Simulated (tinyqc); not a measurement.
Long-channel MOSFET, surface-potential model: one step of the calculation.

n-channel transistor on a uniformly doped p-type body, gradual-channel approximation, constant mobility, Boltzmann statistics, full ionisation. Potentials are counted from the neutral body; V is the electron quasi-Fermi potential, Vsb at the source and Vsb + Vds at the drain. Charges are magnitudes per area.

Question. Inversion charge along the channel. The surface potential psi at channel potential V solves Vgs + Vsb - Vfb - psi = gamma sqrt(G), G = psi - Vt + Vt exp((psi - 2 phiF - V)/Vt). Charge sheet: Qi = Cox gamma [sqrt(G) - sqrt(psi - Vt)]. Pao-Sah: Qi = (Cox gamma/2) integral from 3 Vt to psi of exp((u - 2 phiF - V)/Vt)/sqrt(G(u, V)) du.

Inputs (values chosen for the exercise); material values close to those of gallium arsenide:
```
symbol  value  unit                   meaning
T         325     K               temperature
Vfb     -1.14     V         flat-band voltage
Vsb         2     V  source-body reverse bias
Vgs      2.41     V       gate-source voltage
```

Constants: q = 1.602176634e-19 C, kB = 1.380649e-23 J/K, Vt = kB T/q. Results are converted to the units shown.

V, point 0 to 10 (V): [2, 2.02, 2.04, 2.06, 2.08, 2.1, 2.12, 2.14, 2.16, 2.18, 2.2]
phiF = 0.60607541 V
Cox = 0.16358112 uF/cm^2
gamma = 1.0288775 V^0.5

Give: psi; Qi, charge sheet; Qi, Pao-Sah.

Answer.

psi, point 0 to 10 (V): [3.322, 3.340, 3.358, 3.375, 3.393, 3.411, 3.428, 3.445, 3.462, 3.478, 3.494]
Qi, charge sheet, point 0 to 10 (nC/cm^2): [59.07, 55.28, 51.52, 47.79, 44.09, 40.43, 36.81, 33.24, 29.73, 26.29, 22.93]
Qi, Pao-Sah, point 0 to 10 (nC/cm^2): [59.31, 55.51, 51.73, 47.98, 44.27, 40.59, 36.96, 33.37, 29.85, 26.39, 23.02]

At the source the charge-sheet charge is 0.41 % below the Pao-Sah one.

Numbers from tinyqc (`OMP_NUM_THREADS=1 python tinyqc.py 2360147 2360148 out.jsonl`; about 0.07 s on one thread of a shared Intel Xeon 2.30GHz).
